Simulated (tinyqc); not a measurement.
Temperatures in a stack of 2 dies with leakage feedback: one step of the calculation.

One-dimensional heat flow to a sink below die 0. The power of each die is released in a plane at its top; from the plane of die j > 0 heat crosses its silicon (ts), a bond layer and the wiring of die j - 1; from die 0 it crosses t0, paste and sink. Copper shares the path through bond and wiring in parallel: k_eff = fm km + (1 - fm) k. Silicon is taken at the temperature of the plane above it. Leakage is P_l exp((T - 350 K)/Tl).

Question. Resistances per area at 300 K. R = thickness/conductivity for each layer.

Values chosen for this exercise; conductivities of the order met in silicon, wiring layers, bonds and pastes: conductivity of silicon at 300 K k0 = 139 W/(m K); thickness of a thinned die ts = 50 um; thickness of the die next to the sink t0 = 775 um; thickness of the wiring layers tb = 5 um; conductivity of the wiring layers kb = 3.6 W/(m K); thickness of a bond layer tg = 10 um; conductivity of the bond dielectric kg = 0.8 W/(m K); area share of copper through bond and wiring fm = 0; conductivity of copper km = 390 W/(m K); paste and lid Rt = 0.13 K cm^2/W; heat sink Rs = 0.3 K cm^2/W.

Wanted: thick die; thinned die; k_eff of the bond; k_eff of the wiring; bond plus wiring; paste plus sink.

Answer.

thick die = 0.055755 K cm^2/W
thinned die = 0.0035971 K cm^2/W
k_eff of the bond = 0.80000 W/(m K)
k_eff of the wiring = 3.6000 W/(m K)
bond plus wiring = 0.13889 K cm^2/W
paste plus sink = 0.43000 K cm^2/W

tinyqc, about 0.02 s, one thread, Intel Xeon 2.30GHz (shared host): `OMP_NUM_THREADS=1 python tinyqc.py 2162077 2162078 out.jsonl`
